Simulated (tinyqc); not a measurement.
Zener tunnelling in a reverse-biased junction, two-band WKB: one step of the calculation.

Abrupt p-n junction, depletion approximation. Energies E are counted from the conduction-band edge of the neutral n side; its Fermi level lies at dn, that of the p side at dn - V, and the valence-band edge of the neutral p side at Em = dn + dp - V. Tunnelling needs 0 < E < Em. Two-band dispersion with equal masses m: inside the gap kappa = sqrt(m u (1 - u/Eg)/C), u the distance from a band edge, C = hbar^2/(2 m0).

Task. Width, field and exponent. W = sqrt(2 eps0 eps_r (Vbi - V)(1/Na + 1/Nd)/q), mean field F = (Vbi - V)/W, peak field 2 F. In a uniform field F the exponent is S = pi sqrt(m/C) Eg^1.5/(4 F). Transverse energy Et = C kt^2/m raises it to S (1 + 4 Et/Eg), so T = exp(-S) exp(-Et/Eb) with Eb = Eg/(4 S). KJ = (2 q^2/h) m/(4 pi C) (times 1e14 for A/cm^2 per eV^2).

Values chosen for this exercise; band and dielectric values those of a made-up semiconductor:
```
symbol   value   unit                               meaning
Eg       0.518     eV                              band gap
eps_r     18.6                        relative permittivity
m         0.16     m0  band-edge mass of the two-band model
Na      2.4e19  cm^-3                      acceptor density
Nd      2.2e18  cm^-3                         donor density
V         -1.6      V                    bias of the p side
```

Constants: q = 1.602176634e-19 C, hbar = 1.054571817e-34 J s, m0 = 9.1093837015e-31 kg, eps0 = 8.8541878128e-14 F/cm where lengths are in cm, hbar^2/(2 m0) = 0.0380998212 eV nm^2. Results are converted to the units shown.

Vbi = 0.55342514 V

Find: W; mean field; S; exp(-S); Eb; tunnelling length Eg/F.

Result.

W = 46.869 nm
mean field = 0.45945 MV/cm
S = 13.060
exp(-S) = 2.1287e-6
Eb = 9.9158 meV
tunnelling length Eg/F = 11.274 nm

Range of the model: Parabolic densities of states, no band tails and no gap narrowing, all of which matter at such doping.

Computed by the program tinyqc: `OMP_NUM_THREADS=1 python tinyqc.py 2620095 2620096 out.jsonl`, one thread of a shared Intel Xeon 2.30GHz, about 0.01 s for the whole run.
